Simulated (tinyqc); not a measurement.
Sheet resistance and Hall data of a diffused or implanted layer. From junction depth x_j back to length scale l. Computed by tinyqc, a small Python program. Command: `OMP_NUM_THREADS=1 python tinyqc.py 3028981 3028982 out.jsonl layer inv`. One thread of a shared host (Intel(R) Xeon(R) Processor @ 2.30GHz), about 0.01 s of CPU time with the checks.

Carriers are taken equal to the net active doping down to the junction (full ionisation, which deep dopants in wide-gap hosts do not reach; no spill-over, no depletion), and the Hall factor is 1.

Inputs (values chosen for the exercise, modelled on arsenic in silicon): peak concentration N_0 = 3.5e+19 1/cm^3; background doping N_B (opposite type) = 1.2e+17 1/cm^3; projected range R_p = 120 nm.

Profile: buried Gaussian (implant). Activation: complete.

Method. N(x) = N_0 exp(-(x - R_p)^2/(2 l^2)) for x > 0, dose N_0 l sqrt(pi/2) erfc(-R_p/(l sqrt 2)), junction x_j = R_p + l sqrt(2 ln(N_0/N_B)); the layer starts at x_0 = max(0, 2 R_p - x_j).

Task: A run gave the result below. Find the length scale l, known to lie between 37 and 94 nm.

junction depth x_j = 288.121 nm

Result:

Each step takes the trial c = (a f_b - b f_a)/(f_b - f_a), f being the result less the target and a, b, c the logarithms of the listed values; c replaces end b, the old b replaces a if the sign of f changed, and otherwise f_a is halved.

Scan of the range:
```
length scale l (nm)  junction depth x_j (nm)
37.0                                 244.659
43.2                                 265.548
50.5                                 290.142
59.0                                 318.780
68.9                                 352.135
80.5                                 391.217
94.0                                 436.701
```

False position (Illinois rule, in the logarithm of the input) inside the bracket:
```
step    end a    end b    trial  junction depth x_j (nm)
1     43.2000  50.5000  49.8561                  287.973
2     50.5000  49.8561  49.8997                  288.120
3     50.5000  49.8997  49.9003                  288.122
4     49.8997  49.9003  49.9000                  288.121
```

Junction depth x_j rises at every point of a 13-point scan of the range (every second point is shown), so one value fits; it is bracketed by 43.2 and 50.5. The scan shows a straight line, so linear interpolation between any two rows gives the answer at once. Answer: length scale l = 49.90 nm.
